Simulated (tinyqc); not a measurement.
Resistance of a tapered via with liner, size effect and interface: one step of the calculation.

A round via whose diameter grows from db at the bottom as D(z) = db + 2 z/tan(ang). The fill, of diameter D - 2 tl, starts above the bottom liner (thickness fb tl) and has rho = rho0 (1 + ks lam/(D - 2 tl)); the sidewall liner conducts in parallel with it. The bottom liner and the interface are crossed over the full area pi db^2/4. Spreading in the lines above and below is left out.

Question. Slices of the via. Slices between z0 = fb tl and hv, evaluated at their midpoints: conductance per length pi/4 [(D - 2 tl)^2/rho + (D^2 - (D - 2 tl)^2)/rl], slice resistance = slice height over that. 9 slices.

Values chosen for this exercise; fill metal close to ruthenium:
```
symbol,value,unit,meaning
db,18,nm,diameter at the bottom
hv,43,nm,height
ang,88,degrees,sidewall angle
rho0,7.62,uohm cm,bulk resistivity of the fill
lam,6.69,nm,mean free path of the fill
ks,1.5,,size-effect factor
tl,0.3,nm,liner on the sidewall
fb,1,,liner at the bottom over that on the sidewall
rl,390,uohm cm,resistivity of the liner
```

Find: z; D; rho; slice resistance.

Answer.

```
slice,z (nm),D (nm),rho (uohm cm),slice resistance (ohm)
0,2.6722,18.187,11.968,2.3325
1,7.4167,18.518,11.888,2.2321
2,12.161,18.849,11.810,2.1378
3,16.906,19.181,11.735,2.0493
4,21.650,19.512,11.663,1.9661
5,26.394,19.843,11.594,1.8877
6,31.139,20.175,11.526,1.8138
7,35.883,20.506,11.461,1.7441
8,40.628,20.838,11.398,1.6783
```

Program tinyqc, `OMP_NUM_THREADS=1 python tinyqc.py 2750117 2750118 out.jsonl`; Intel Xeon 2.30GHz, shared host, one thread, about 0.01 s.
